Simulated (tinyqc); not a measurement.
Donor in an ellipsoidal valley (Kohn-Luttinger variational method): one step, computed by the program tinyqc. Command: `OMP_NUM_THREADS=1 python tinyqc.py 3004380 3004381 out.jsonl kohnlutt walk`. One thread of a shared host (Intel(R) Xeon(R) Processor @ 2.30GHz), about 0.03 s of CPU time with the checks.

H = -(d^2/dx^2 + d^2/dy^2) - gamma d^2/dz^2 - 2/r in units built on m_t, with gamma = m_t/m_l and z along the valley axis. One valley; no valley-orbit or central-cell term.

Task: Effective units. Ry* = Ry m_t/eps^2, a* = a_0 eps/m_t, gamma = m_t/m_l.

Inputs (values chosen for the exercise, modelled on diamond): transverse mass m_t = 0.33 m_0; longitudinal mass m_l = 1.53 m_0; dielectric constant eps = 5.72.

Constants: Ry = 13.605693123 eV; a_0 = 0.529177210903 angstrom.

Give: Ry*; a*; gamma.

Result:

Ry* = 137.2 meV

a* = 9.172 angstrom

gamma = 0.2157

Caution: a* is only a few bond lengths, so central-cell and valley-orbit terms are large.
